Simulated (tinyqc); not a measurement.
# Changing the segregation coefficient m = C(silicon)/C(oxide)

Model: dopant redistribution at a moving silicon-oxide interface during parabolic oxidation. Computed by tinyqc, a small Python program. Command: `OMP_NUM_THREADS=1 python tinyqc.py 3016245 3016246 out.jsonl segox sweep`. One thread of a shared host (Intel(R) Xeon(R) Processor @ 2.30GHz), about 0.01 s of CPU time with the checks.

Uniformly doped silicon is oxidised with x_ox = sqrt(B t); the interface advances into the silicon by alpha x_ox, alpha = 0.44. The dopant does not move in the oxide, and at the interface C(silicon) = m C(oxide).

Inputs (values chosen for the exercise, modelled on arsenic in silicon under steam):
```
quantity                           value    unit
dopant prefactor D0                   11  cm^2/s
dopant activation energy E          4.02      eV
oxidation prefactor B0               375  um^2/h
oxidation activation energy E_B    0.771      eV
bulk doping C_B                  5.3e+15  1/cm^3
temperature T                       1150       C
time t                              0.39       h
```

Constants: k_B = 8.617333262e-05 eV/K.

Method:
- D = D0 exp(-E/(k_B T)), converted with 1 cm^2/s = 3.6e11 um^2/h; B = B0 exp(-E_B/(k_B T)); s = alpha sqrt(B/(4 D)), the interface advance over 2 sqrt(D t).
- Temperatures in kelvin are T(C) + 273.15.
- With the dopant diffusivity D and s = alpha x_ox/(2 sqrt(D t)), in the silicon C = C_B + (C_s - C_B) erfc(y/(2 sqrt(D t)))/erfc(s), y from the original surface. Dopant balance at the interface gives C_s/C_B = 1/[1 + (1/(m alpha) - 1) g], g = sqrt(pi) s exp(s^2) erfc(s).
- Consumed silicon held alpha x_ox C_B; the oxide holds x_ox times the dopant concentration in the oxide; the difference is the excess in the silicon; 1 um = 1e-4 cm.

One run for each value; columns: (1) segregation coefficient m = C(silicon)/C(oxide); (2) ratio C_s/C_B; (3) concentration in the oxide (1/cm^3); (4) excess in the silicon (1/cm^2):
```
(1)      (2)         (3)          (4)
0.05  0.0271  2.8729e+15  -2.8215e+10
0.12  0.0646  2.8521e+15  -2.7129e+10
0.27  0.1431  2.8084e+15  -2.4852e+10
0.63  0.3220  2.7089e+15  -1.9663e+10
1.5   0.7062  2.4953e+15  -8.5199e+09
3.4   1.3656  2.1287e+15   1.0603e+10
7.9   2.3540  1.5793e+15   3.9267e+10
18    3.3960  9.9994e+14   6.9488e+10
43    4.2519  5.2408e+14   9.4311e+10
100   4.7425  2.5135e+14   1.0854e+11
```

Over the rows, ratio C_s/C_B rises from 0.0271 to 4.74 (exponent d ln y / d ln x 0.99 between the first rows and 0.13 between the last); concentration in the oxide (1/cm^3) falls from 2.87e15 to 2.51e14 (exponent d ln y / d ln x -0.0083 between the first rows and -0.87 between the last); excess in the silicon (1/cm^2) rises from -2.82e10 to 1.09e11. At the low end the exponent of ratio C_s/C_B is 0.99, close to 1: here C_s/C_B is close to m alpha/g. The ratio passes 1 and the excess changes sign at m = 1/alpha = 2.27.

Caution (all rows): parabolic growth needs an oxide much thicker than the Deal-Grove length A, which fails for thin films and low temperatures; oxidation-enhanced or retarded diffusion is ignored.
